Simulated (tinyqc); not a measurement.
Inside a calculation. Method: empirical pseudopotential in a few plane waves. Computed by tinyqc, a small Python program that keeps every step. Settings: plane-wave index or count = 15. Command: `OMP_NUM_THREADS=1 python tinyqc.py 22924 22925 out.jsonl` (the two numbers bound the seeds that draw the settings). One thread of a shared host (Intel(R) Xeon(R) Processor @ 2.60GHz), about 0.2 s of CPU time with the checks.

## Bloch Hamiltonian at k

Parameters chosen for this model: fcc lattice, atoms at +/- a/8 (1,1,1); form factors in rydberg at |G|^2 in units of (2 pi/a)^2:
```
parameter                 value      unit
a                      5.650000  angstrom
VS(3)                 -0.195000        Ry
VS(8)                  0.002000        Ry
VS(11)                 0.044000        Ry
VA(3)                         0        Ry
VA(4)                         0        Ry
VA(11)                        0        Ry
hbar^2/2m (2 pi/a)^2   4.711788        eV
```

k point k (2 pi / a): [0.470000, -0.480000, -0.460000]

Basis: the 15 shortest G (labels in 2 pi/a), the same at every k. H(G,G') = c |k + G|^2 delta + VS(|G-G'|^2) cos((G-G').tau) + i VA sin((G-G').tau), tau = a/8 (1,1,1); 1 Ry = 13.605693 eV.

H(k) at k (eV), order +0+0+0, -1-1-1, -1-1+1, -1+1-1, -1+1+1, +1-1-1, +1-1+1, +1+1-1, +1+1+1, -2+0+0, +0-2+0, +0+0-2, +0+0+2, +0+2+0, +2+0+0:
```
[[3.123444, 1.876032, -1.876032, -1.876032, -1.876032, -1.876032, -1.876032, -1.876032, 1.876032, 0.000000, 0.000000, 0.000000, 0.000000, 0.000000, 0.000000],
 [1.876032, 21.687890, 0.000000, 0.000000, -0.027211, 0.000000, -0.027211, -0.027211, 0.000000, -1.876032, -1.876032, -1.876032, -0.423310, -0.423310, -0.423310],
 [-1.876032, 0.000000, 13.018200, 0.027211, 0.000000, 0.027211, 0.000000, 0.000000, -0.027211, -1.876032, -1.876032, 0.423310, 1.876032, -0.423310, -0.423310],
 [-1.876032, 0.000000, 0.027211, 12.641257, 0.000000, 0.027211, 0.000000, 0.000000, -0.027211, -1.876032, 0.423310, -1.876032, -0.423310, 1.876032, -0.423310],
 [-1.876032, -0.027211, 0.000000, 0.000000, 3.971566, 0.000000, 0.027211, 0.027211, 0.000000, 1.876032, -0.423310, -0.423310, -1.876032, -1.876032, 0.423310],
 [-1.876032, 0.000000, 0.027211, 0.027211, 0.000000, 30.546052, 0.000000, 0.000000, -0.027211, 0.423310, -1.876032, -1.876032, -0.423310, -0.423310, 1.876032],
 [-1.876032, -0.027211, 0.000000, 0.000000, 0.027211, 0.000000, 21.876362, 0.027211, 0.000000, -0.423310, 1.876032, -0.423310, -1.876032, 0.423310, -1.876032],
 [-1.876032, -0.027211, 0.000000, 0.000000, 0.027211, 0.000000, 0.027211, 21.499419, 0.000000, -0.423310, -0.423310, 1.876032, 0.423310, -1.876032, -1.876032],
 [1.876032, 0.000000, -0.027211, -0.027211, 0.000000, -0.027211, 0.000000, 0.000000, 12.829728, -0.423310, -0.423310, -0.423310, -1.876032, -1.876032, -1.876032],
 [0.000000, -1.876032, -1.876032, -1.876032, 1.876032, 0.423310, -0.423310, -0.423310, -0.423310, 13.112436, 0.027211, 0.027211, -0.027211, -0.027211, 0.000000],
 [0.000000, -1.876032, -1.876032, 0.423310, -0.423310, -1.876032, 1.876032, -0.423310, -0.423310, 0.027211, 31.017231, 0.027211, -0.027211, 0.000000, -0.027211],
 [0.000000, -1.876032, 0.423310, -1.876032, -0.423310, -1.876032, -0.423310, 1.876032, -0.423310, 0.027211, 0.027211, 30.640288, 0.000000, -0.027211, -0.027211],
 [0.000000, -0.423310, 1.876032, -0.423310, -1.876032, -0.423310, -1.876032, 0.423310, -1.876032, -0.027211, -0.027211, 0.000000, 13.300907, 0.027211, 0.027211],
 [0.000000, -0.423310, -0.423310, 1.876032, -1.876032, -0.423310, 0.423310, -1.876032, -1.876032, -0.027211, 0.000000, -0.027211, 0.027211, 12.923964, 0.027211],
 [0.000000, -0.423310, -0.423310, -0.423310, 0.423310, 1.876032, -1.876032, -1.876032, -1.876032, 0.000000, -0.027211, -0.027211, 0.027211, 0.027211, 30.828759]]
```

## Levels at k

Diagonalise the Hermitian matrix.

eigenvalues (eV): [0.507896, 3.610832, 10.202955, 10.224537, 11.086866, 14.773801, 14.783569, 17.014698, 21.106184, 21.614486, 21.804880, 28.469649, 31.553441, 31.746430, 34.517279]

## Bands along a path

The same steps at evenly spaced points between the labelled ones.

Bands along the path (eV), lowest eight:
```
k            band 1     band 2     band 3     band 4     band 5     band 6     band 7     band 8
L          0.622309   3.488914  10.236899  10.236899  11.064413  14.806520  14.806520  16.990868
L-G 0.33  -0.446059   5.159679  10.361713  10.361713  11.304132  14.914673  14.914673  17.450637
L-G 0.67  -1.418884   8.038142  10.874421  10.874421  12.050732  14.756834  14.756834  15.083772
G         -1.762055  11.024183  11.304412  11.304412  11.304412  14.108153  14.108153  14.108153
G-X 0.33  -1.302017   8.009668  10.142243  10.142243  12.488887  13.940372  15.948110  15.948110
G-X 0.67   0.055505   5.108459   8.974458   8.974458  11.306246  12.268101  18.984321  19.035555
X          2.230150   2.534113   8.659968   8.659968  10.941597  11.328976  22.517979  22.517979
```

With 4 band(s) filled, the highest filled level on these points lies at G and the lowest empty one at X: the bands touch or overlap, so there is no gap. This holds for the small fixed basis; with all plane waves up to |k + G|^2 = 21 (2 pi/a)^2 the gap along the path is -0.35 eV.

## Convergence with the number of plane waves

Levels at G counted from the fourth one.

Levels (eV):
```
plane waves     level 1   level 5   level 8
9            -15.870208         0  0.108846
15           -13.066467  0.000000  2.803741
27           -12.670133  0.128777  2.631536
51           -12.616484  0.226616  2.746736
59           -12.609617  0.251433  2.662397
65           -12.614468  0.251433  2.651506
89           -12.606641  0.248439  2.656553
```
